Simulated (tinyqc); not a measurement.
What moves the results: donors with valley-orbit split 1s states. A value that a table varies takes the place of the one given here.

Each donor binds at most one electron, in any of its states. For a site s, W_s = sum over its states of g exp(E/kT), and the ionised share is 1/(1 + W_s exp(eta)), eta = (EF - Ec)/kT; n = Nc F_1/2(eta); neutrality n + NA = ND x (mean ionised share); holes are neglected. Nc from N = 2 (m kB T/(4 pi c))^(3/2) with c = hbar^2/2m0, in 1/angstrom^3; times 1e24 for 1/cm^3, m = md. F_j(eta) = (1/Gamma(j + 1)) integral_0^infinity x^j dx/(1 + exp(x - eta)), which tends to exp(eta) for eta << 0.

Mobility (Caughey-Thomas form): mu = mu0 + (mu1 (T/300)^(-ga) - mu0)/(1 + ((ND + NA)/Nr)^de); rho = 1/(e n mu), e = 1.602176634e-19 C.

Constants: hbar^2/2m0 = 3.80998211 eV angstrom^2; kB = 8.617333262e-05 eV/K.

Values chosen for the exercise (near those of As in Si; shifted at random, so the results belong to these values and not to a real crystal):
```
symbol  value               unit        meaning
md      1.079               m0          density-of-states mass of the conduction band
E       (54.7, 33.1, 31.1)  meV         binding energies of 1s(A1), 1s(T2), 1s(E)
g       (2, 6, 4)                       their degeneracies with spin
ND      1.4e+17             1/cm^3      donors
NA      0                   1/cm^3      compensating acceptors, all ionised
T       300                 K
mu0     63                  cm^2/(V s)  mobility at heavy doping
mu1     1388                cm^2/(V s)  mobility at light doping and 300 K
Nr      1.1e+17             1/cm^3      reference doping
de      0.72                            doping exponent
ga      2.3                             temperature exponent
```

## What the excited states change

The last columns keep only the ground state of each site (g = 2).

Results:
```
T (K)  effective degeneracy    eta  n (1/cm^3)  n, ground states only  ratio
40                     2.02  -9.43    1.10e+14               1.11e+14  0.996
60                     2.13  -7.12    2.03e+15               2.10e+15  0.968
80                     2.39  -6.10    8.72e+15               9.51e+15  0.917
110                    2.95  -5.43    2.73e+16               3.23e+16  0.843
150                    3.77  -5.17    5.65e+16               7.07e+16  0.799
200                    4.73  -5.18    8.57e+16               1.05e+17  0.814
250                    5.54  -5.32    1.04e+17               1.22e+17  0.853
300                    6.21  -5.49    1.16e+17               1.30e+17  0.889
400                    7.22  -5.83    1.27e+17               1.36e+17  0.934
500                    7.95  -6.13    1.32e+17               1.38e+17  0.957
```

How do the results move?

The effective degeneracy grows from 2.02 to 7.95. Excited states hold electrons back, so the ratio is never above 1; it is lowest, 0.799, at 150 K of those listed, and 0.889 at 300 K. At low T the excited states empty out, and at high T more donors are ionised (n is 94 % of ND - NA in the last row), so the effect is largest in between.

## Ionisation and resistivity against doping

NA = 0.

Results:
```
ND (1/cm^3)  n (1/cm^3)   n/ND  mu (cm^2/(V s))  rho (ohm cm)  rho at full ionisation
1.0e+14        1.00e+14  1.000             1379          45.3                    45.2
1.0e+15        9.98e+14  0.998             1345          4.65                    4.64
1.0e+16        9.82e+15  0.982             1188         0.535                   0.525
3.0e+16        2.85e+16  0.950             1015         0.216                   0.205
1.0e+17        8.63e+16  0.863              748        0.0966                  0.0834
3.0e+17        2.15e+17  0.717              496        0.0585                  0.0419
1.0e+18        5.14e+17  0.514              288        0.0423                  0.0217
2.0e+18        8.04e+17  0.402              209        0.0371                  0.0149
```

How do the results move?

From 1e16 to 1e18 1/cm^3 rho falls by a factor 12.7, not 100: the mobility takes a factor 4.13 and incomplete ionisation 1.91. n/ND is below 0.9 from 1e+17 1/cm^3 on. From a few times 1e18 1/cm^3 on, depending on the dopant, the levels merge with the band, and already below that screening lowers the binding energy, so the last rows understate n.

## Compensation sets the slope of the freeze-out

NA = K ND. The slope energy is -d ln(n T^(-p))/d(1/kT) between 30 and 36 K, with p = 3/4 for K = 0 and p = 3/2 otherwise.

Results:
```
K       n(30 K) (1/cm^3)  n(36 K) (1/cm^3)  slope energy (meV)
0               6.34e+12          4.23e+13               27.33
0.0010          2.87e+11          1.18e+13               53.43
0.010           2.85e+10          1.27e+12               54.64
0.050           5.46e+09          2.43e+11               54.65
0.20            1.15e+09          5.12e+10               54.65
0.50            2.87e+08          1.28e+10               54.65
```

What does this show, and why?

Without acceptors the slope is 27.33 meV, against half the ground-state energy, 27.35; with K = 0.05 it is 54.65 meV, against the full 54.7. The full energy (less a few meV where excited levels lie within a few kT) shows where n is far below NA, since the acceptors then hold EF near the donor level: n(36 K)/NA is 0.084 for K = 0.001 and 3.5e-05 for K = 0.05.

## What moves the carrier density

All results formed anew. Each row changes one parameter from the base and keeps the others.

Results:
```
case                           eta  n (1/cm^3)  rho (ohm cm)
base                        -5.493   1.155e+17       0.08086
E = (59.7, 33.1, 31.1) meV  -5.504   1.144e+17       0.08168
md = 1.187 m0               -5.616   1.179e+17       0.07923
ND = 2.8e+17 1/cm^3         -4.925   2.038e+17       0.05998
NA = 1.4e+16 1/cm^3         -5.602   1.036e+17       0.09327
T = 330 K                   -5.598   1.201e+17       0.09568
Nr = 2.2e+17 1/cm^3         -5.493   1.155e+17       0.06491
```

How do the results move?

The largest shifts from the base row, up to three for each result and ties (the steps differ in size, so this ranks the rows, not the parameters). eta: ND +0.569, md -0.123, NA -0.109; unchanged at the printed digits by Nr. n (1/cm^3): ND +8.82e+16, NA -1.19e+16, T +4.53e+15; unchanged at the printed digits by Nr. rho (ohm cm): ND -0.0209, Nr -0.0160, T +0.0148.

Program tinyqc; command `OMP_NUM_THREADS=1 python tinyqc.py 1682119 1682120 out.jsonl`; about 0.01 s on one thread of a shared Intel(R) Xeon(R) Processor @ 2.30GHz.
